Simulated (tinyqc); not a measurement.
Effect of the position of a charge sheet.

One sheet of 2e11 cm^-2 lies at the depth x from the gate; it shifts Vfb by -(q/eps0) Q s, with s = x/e2 in layer 2 and t2/e2 + (x - t2)/e1 in layer 1, and it induces the share s/(t1/e1 + t2/e2) of its image in the semiconductor.

Values chosen for this exercise: thickness of layer 1, next to the semiconductor t1 = 0.4 nm; relative permittivity of layer 1 e1 = 4.02; thickness of layer 2, next to the gate t2 = 4.1 nm; relative permittivity of layer 2 e2 = 22.3.

Constants: q = 1.602176634e-19 C, eps0 = 8.8541878128e-14 F/cm where lengths are in cm. Results are converted to the units shown.

Effect of the position of a charge sheet:
```
x (nm),shift (mV),image in the semiconductor (%)
0,0,0
0.56,-0.90881,8.8623
1.12,-1.8176,17.725
1.69,-2.7427,26.745
2.25,-3.6515,35.607
2.81,-4.5603,44.470
3.38,-5.4853,53.490
3.94,-6.3942,62.353
4.5,-10.255,100.00
```

The shift grows from 0 at the gate to -10.3 mV at the semiconductor, by -1.62 mV/nm in layer 2 and -9.00 mV/nm in layer 1, the ratio of the permittivities. A sheet between the layers has 64.9 % of its full effect.

Program tinyqc, `OMP_NUM_THREADS=1 python tinyqc.py 2010003 2010004 out.jsonl`; Intel Xeon 2.30GHz, shared host, one thread, about 0.01 s.
